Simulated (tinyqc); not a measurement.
Hydrogenic donor in a hard-walled well (variational): sweeps and comparisons. A value that a table varies takes the place of the one given here.

Trial function cos(pi z/L) exp(-r/lam), r measured from the donor at zi, walls at +/- L/2, one eps everywhere. Counted from the lowest subband, E(lam) = c/(m lam^2) - (q/eps) I0/I1, with I0 the integral of cos^2(pi z/L) exp(-2|z - zi|/lam) over the well and I1 the same with the factor (|z - zi| + lam/2); c = hbar^2/2m0, q = e^2/(4 pi eps0). The binding energy is -E at the minimum.

Constants: hbar^2/2m0 = 3.80998211 eV angstrom^2; e^2/(4 pi eps0) = 14.39964547 eV angstrom; Ry = 13.60569312 eV.

Parameters, chosen for this exercise (near those of GaAs; not measured data): m = 0.066 m0 (mass); eps = 12.5 (dielectric constant); Ls = (21, 44, 98, 174, 309, 743, 1286) angstrom (widths); L = 443 angstrom (well width); zi = 34 angstrom (position of the donor from the centre).

## Width of the well

Ry* = 5.7470 meV
a* = 100.223 angstrom

Donor at the centre and at the wall (zi = L/2).

Binding:

| L (angstrom) | L/a* | centre (meV) | in Ry* | wall (meV) | in Ry* | centre/wall |
|---|---|---|---|---|---|---|
| 21 | 0.21 | 18.90 | 3.289 | 13.96 | 2.429 | 1.35 |
| 44 | 0.44 | 16.34 | 2.843 | 10.51 | 1.829 | 1.55 |
| 98 | 0.98 | 13.04 | 2.268 | 7.13 | 1.241 | 1.83 |
| 174 | 1.74 | 10.70 | 1.861 | 5.19 | 0.902 | 2.06 |
| 309 | 3.08 | 8.67 | 1.509 | 3.69 | 0.643 | 2.35 |
| 743 | 7.41 | 6.63 | 1.153 | 2.23 | 0.388 | 2.97 |
| 1286 | 12.83 | 6.08 | 1.057 | 1.76 | 0.306 | 3.46 |

What does this show, and why?

At the centre the binding falls from 3.29 to 1.06 Ry*, between the limits 4 and 1. At the wall it falls from 2.43 to 0.31 Ry*, towards 1/4: the wall forces a node through the donor, as in a 2p state. With this trial function, which underbinds wall donors by about a tenth, the wall donor drops below the bulk value between 98 and 174 angstrom. The ratio grows from 1.35 to 3.46.

## Position of the donor

Fixed width; zi from the centre to the wall.

Binding:

| 2 zi/L | zi (angstrom) | lam (angstrom) | binding (meV) | in Ry* |
|---|---|---|---|---|
| 0.0 | 0.0 | 105.8 | 7.65 | 1.332 |
| 0.2 | 44.3 | 105.6 | 7.44 | 1.294 |
| 0.4 | 88.6 | 106.3 | 6.74 | 1.174 |
| 0.6 | 132.9 | 114.9 | 5.47 | 0.953 |
| 0.8 | 177.2 | 155.8 | 3.95 | 0.687 |
| 0.9 | 199.3 | 187.8 | 3.38 | 0.589 |
| 1.0 | 221.5 | 217.3 | 2.98 | 0.519 |

How do the results move?

Uniform doping spreads the level over 4.67 meV, from 7.65 at the centre to 2.98 at the wall, while lam grows by 105 %. The slope is flat at the centre, which gives a peak in the density of donor states there, and steepest between 2 zi/L = 0.6 and 0.8.

## What each parameter does

The minimum over lam; Ry* = Ry m/eps^2. Each row changes one parameter from the base and keeps the others.

Results:

| case | binding (meV) | lam (angstrom) | binding/Ry* |
|---|---|---|---|
| base | 7.53 | 105.6 | 1.310 |
| m = 0.079 m0 | 8.54 | 88.7 | 1.242 |
| eps = 11.2 | 9.07 | 95.0 | 1.267 |
| L = 576 angstrom | 7.01 | 106.3 | 1.220 |
| zi = 17 angstrom | 7.62 | 105.7 | 1.327 |

What can be read from the table?

The largest shifts from the base row, up to three for each result and ties (the steps differ in size, so this ranks the rows, not the parameters). binding (meV): eps +1.54, m +1.01, L -0.51. lam (angstrom): m -17.0, eps -10.6, L +0.6. binding/Ry*: L -0.090, m -0.068, eps -0.043.

Computed by tinyqc, a small Python program: `OMP_NUM_THREADS=1 python tinyqc.py 1251014 1251015 out.jsonl` (the numbers bound the seed that draws the inputs); one thread of a shared host (Intel(R) Xeon(R) Processor @ 2.30GHz), about 0.01 s for the whole set of steps.
